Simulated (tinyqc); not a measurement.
Comparisons within one model: valley splitting of a silicon quantum well in envelope theory. A value that a table varies takes the place of the one given here.

The well lies at 0 < z < L; U(z) = V0 [1/(1 + exp(z/w)) + 1/(1 + exp((L - z)/w))] - e F z, 1 mV/nm = 1e-4 eV/angstrom. The envelope psi solves -(c/ml) psi'' + U psi = E psi, c = hbar^2/2m0, by three-point differences on a grid of 0.1 angstrom from -40 to L + 40 angstrom. The two valleys at +/- k0 couple through D = C0 times the integral of exp(-i q z) U(z) psi^2, q = 2 k0 (2 pi/a), and split by Ev = 2|D|.

Random alloy: with Y(z) = Yw + (Yb - Yw) B(z), B the bracket in U, and in-plane density exp(-r^2/ad^2)/(pi ad^2), D gains a random complex part of variance sigma^2 = (C0^2/pi)(a^2 V0/(8 ad (Yb - Yw)))^2 (4/a) times the integral of psi^4 Y (1 - Y). Alone it gives a mean splitting sqrt(pi) sigma; together with the smooth part the rms splitting is 2 sqrt(|D|^2 + sigma^2).

Constants: hbar^2/2m0 = 3.80998211 eV angstrom^2.

Inputs chosen for the exercise (near those of a strained Si well in SiGe; not measured data):
- L = 100 angstrom (well width)
- V0 = 0.19 eV (conduction offset)
- ml = 0.903 m0 (mass along z)
- F = 2.8 mV/nm (field pressing towards the upper interface)
- k0 = 0.835 2 pi/a (valley position)
- a = 5.431 angstrom (lattice constant)
- C0 = 0.242 (Bloch overlap factor)
- Yb = 0.29 (Ge share of the barrier)
- Yw = 0.05 (Ge share of the well)
- ad = 150 angstrom (dot radius)
- ws = (0.2, 0.5, 0.9, 1.6, 2.1, 2.7, 5) angstrom (interface widths)
- Ls = (100, 101.4, 102.7, 104.1, 105.4, 106.8, 108.1, 109.5) angstrom (widths in steps of one atomic layer, a/4, rounded to the grid)
- F2 = 1 mV/nm (second field, zero or weak)
- w1 = 0.8 angstrom (interface width for this table)
- w = 0.7 angstrom (interface width parameter)

## Sharpness of the interface

The smooth part 2|D| and the disorder part against w, beside y/sinh(y) with y = pi q w. The 12 to 88 % width of the step is 4w.

Results:

| w (angstrom) | 4w (angstrom) | 2\|D\| (micro-eV) | y/sinh(y) | sqrt(pi) sigma (micro-eV) |
|---|---|---|---|---|
| 0.2 | 0.8 | 56.07 | 0.79 | 115.3 |
| 0.5 | 2.0 | 21.10 | 0.29 | 115.4 |
| 0.9 | 3.6 | 3.39 | 0.046 | 115.4 |
| 1.6 | 6.4 | 0.09 | 0.0012 | 115.5 |
| 2.1 | 8.4 | 0.01 | 7.4e-05 | 115.7 |
| 2.7 | 10.8 | 0.00 | 2.5e-06 | 115.9 |
| 5.0 | 20.0 | 0.00 | 4.0e-12 | 118.0 |

The smooth part needs a Fourier component of U psi^2 at a wavelength of 3.25 angstrom; from the first row to the third it falls by a factor 16.5, while y/sinh(y) falls by 17.1 (the envelope near the step and the phase between the two interfaces change too). The disorder part goes from 115.3 to 118.0 micro-eV. It exceeds the smooth part in every row.

## Adding atomic layers

The smooth splitting Ev = 2|D| with w = w1, at the field F2 and at F.

Results:

| L (angstrom) | q L mod 2 pi | Ev at F2 (micro-eV) | Ev at F (micro-eV) |
|---|---|---|---|
| 100.0 | 4.71 | 2.89 | 5.52 |
| 101.4 | 1.13 | 2.12 | 5.38 |
| 102.7 | 3.64 | 2.40 | 5.42 |
| 104.1 | 0.06 | 2.51 | 5.43 |
| 105.4 | 2.58 | 1.96 | 5.36 |
| 106.8 | 5.28 | 2.61 | 5.43 |
| 108.1 | 1.51 | 1.95 | 5.36 |
| 109.5 | 4.21 | 2.39 | 5.40 |

At F2 the splitting swings between 1.95 and 2.89 micro-eV, a ratio of 1.48, as the two interfaces add with the phase q L, which advances on average by 2.62 rad a layer. At F the ratio is 1.03, where in the first row psi^2 at the upper interface is 62.4 times that at the lower one: one interface dominates and the interference fades.

## What each parameter does

Orbital spacing, psi^2 at z = L, the smooth splitting and sigma; V0 is held fixed when Yw changes. Each row changes one parameter from the base and keeps the others.

Results:

| case | E2 - E1 (meV) | psi^2(L) (1e-3/angstrom) | 2\|D\| (micro-eV) | sigma (micro-eV) |
|---|---|---|---|---|
| base | 13.60 | 1.388 | 8.83 | 65.1 |
| ad = 190 angstrom | 13.60 | 1.388 | 8.83 | 51.4 |
| Yw = 0.08 | 13.60 | 1.388 | 8.83 | 92.6 |
| L = 106 angstrom | 13.07 | 1.377 | 8.65 | 64.8 |
| V0 = 0.237 eV | 13.73 | 1.094 | 8.84 | 81.3 |
| w = 0.49 angstrom | 13.58 | 1.438 | 21.97 | 65.1 |
| F = 4.2 mV/nm | 16.42 | 2.060 | 12.96 | 69.1 |
| k0 = 0.815 2 pi/a | 13.60 | 1.388 | 9.65 | 65.1 |
| C0 = 0.29 | 13.60 | 1.388 | 10.58 | 78.0 |

The largest shifts from the base row, up to three for each result and ties (the steps differ in size, so this ranks the rows, not the parameters). E2 - E1 (meV): F +2.81, L -0.53, V0 +0.12; unchanged at the printed digits by ad, Yw, k0 and C0. psi^2(L) (1e-3/angstrom): F +0.672, V0 -0.294, w +0.051; unchanged at the printed digits by ad, Yw, k0 and C0. 2|D| (micro-eV): w +13.14, F +4.13, C0 +1.75; unchanged at the printed digits by ad and Yw. sigma (micro-eV): Yw +27.5, V0 +16.2, ad -13.7; unchanged at the printed digits by w and k0.

Computed by tinyqc, a small Python program: `OMP_NUM_THREADS=1 python tinyqc.py 1251339 1251340 out.jsonl` (the numbers bound the seed that draws the inputs); one thread of a shared host (Intel(R) Xeon(R) Processor @ 2.30GHz), about 0.08 s for the whole set of steps.
